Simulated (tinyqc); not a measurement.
What each parameter does: shallow donor in an anisotropic valley (effective-mass theory).

One valley: H = -c [(d2/dx2 + d2/dy2)/mt + (d2/dz2)/ml] - q/(eps r), c = hbar^2/2m0, q = e^2/(4 pi eps0). Trial function exp(-sqrt((x^2 + y^2)/a^2 + z^2/b^2)) with a > b: T = (c/3)(2/(mt a^2) + 1/(ml b^2)), V = -(q/eps) atan(u/b)/u, u = sqrt(a^2 - b^2). The central cell of the impurity is left out.

Constants: hbar^2/2m0 = 3.80998211 eV angstrom^2; e^2/(4 pi eps0) = 14.39964547 eV angstrom.

Parameters, chosen for this exercise (out of a larger set: near those of AlAs; not measured data):
```
symbol  value  unit  meaning
ml      1.058  m0    longitudinal mass
mt      0.197  m0    transverse mass
eps     10           dielectric constant
```

The minimum of the trial energy. Each row changes one parameter from the base and keeps the others.

Results:
```
case,E (meV),a (angstrom),b (angstrom),b/a
base,-43.06,19.76,10.93,0.553
ml = 0.846 m0,-40.82,20.46,12.23,0.598
mt = 0.177 m0,-39.66,21.64,11.53,0.533
eps = 11,-35.59,21.74,12.02,0.553
```

The largest shifts from the base row, up to three for each result and ties (the steps differ in size, so this ranks the rows, not the parameters). E (meV): eps +7.47, mt +3.41, ml +2.25. a (angstrom): eps +1.98, mt +1.88, ml +0.70. b (angstrom): ml +1.31, eps +1.09, mt +0.60. b/a: ml +0.045, mt -0.020; unchanged at the printed digits by eps. eps only rescales the solution (E as 1/eps^2, lengths as eps), so b/a depends on ml/mt alone.

(tinyqc, `OMP_NUM_THREADS=1 python tinyqc.py 1251775 1251776 out.jsonl`, Intel(R) Xeon(R) Processor @ 2.30GHz, 1 thread, shared host, about 0.01 s.)
